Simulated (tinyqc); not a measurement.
Tilting alike or in alternation: buckled dimers of a reconstructed (001) surface, two dangling bonds a dimer.

In a dimer one atom moves up by z and the other down by z; the dangling bond of the up atom (more s-like) falls by gm z and that of the down atom rises by gm z. With all dimers tilted alike: H(k) = [[-gm z - 2 ta cos k, -tp - 2 tx cos k], [., gm z - 2 ta cos k]], k along the row in 1/a. Two electrons a dimer fill the lowest N of the 2N levels on the mesh k_j = (j + 1/2) pi/N. Total energy a dimer: W(z) = (2/N) sum of the filled levels + kf z^2. Repulsion between electrons is left out.

Inputs chosen for the exercise (of the size met on Si(001); shifted at random, so the results belong to these values and not to a real crystal): tp = 0.3 eV (pi coupling inside a dimer); ta = 0.22 eV (coupling between like atoms along the row); tx = 0.05 eV (diagonal coupling along the row); gm = 2.12 eV/angstrom (shift of a dangling bond with height); kf = 6.3 eV/angstrom^2 (force constant of buckling); N = 16 (k points).

Alternation doubles the cell: sites L1, R1, L2, R2 with levels -gm z, +gm z, +gm z, -gm z, -tp inside a dimer, -2 ta cos k between L1-L2 and R1-R2, -2 tx cos k between L1-R2 and R1-L2, on k_j = (j + 1/2) pi/(2N); the lowest half of the levels is filled. Energies a dimer; gaps on these meshes.

Two patterns:
```
z (angstrom)  W alike (eV)  W alternating (eV)  difference (meV)  gap alike (eV)  gap alternating (eV)
0.05               -0.6995             -0.7394             -39.9         -0.2356                0.2072
0.10               -0.7094             -0.8062             -96.8         -0.1317                0.4132
0.15               -0.7387             -0.8685            -129.8          0.0108                0.6194
0.20               -0.7932             -0.9165            -123.2          0.1758                0.8260
0.30               -0.8452             -0.9504            -105.2          0.5422                1.2388
0.50               -0.6325             -0.7081             -75.6          1.3358                2.0698
```

Give the missing row, z (angstrom) = 0.40.

Computed row:
```
z (angstrom)  W alike (eV)  W alternating (eV)  difference (meV)  gap alike (eV)  gap alternating (eV)
0.40               -0.7959             -0.8847             -88.7          0.9330                1.6535
```

The lowest W listed is -0.8452 eV for like tilts and -0.9504 eV for alternation; the difference at equal z runs from -129.8 to -39.9 meV. With alternation ta joins filled up atoms to empty down atoms and gains energy in second order, about 2 ta^2/(gm z) a dimer at large z, while tx does so for like tilts; here ta = 0.22 and tx = 0.05 eV. At z = 0.3 the gap is 0.542 eV alike and 1.239 eV alternating.

(tinyqc, `OMP_NUM_THREADS=1 python tinyqc.py 1451442 1451443 out.jsonl`, Intel(R) Xeon(R) Processor @ 2.30GHz, 1 thread, shared host, about 0.05 s.)
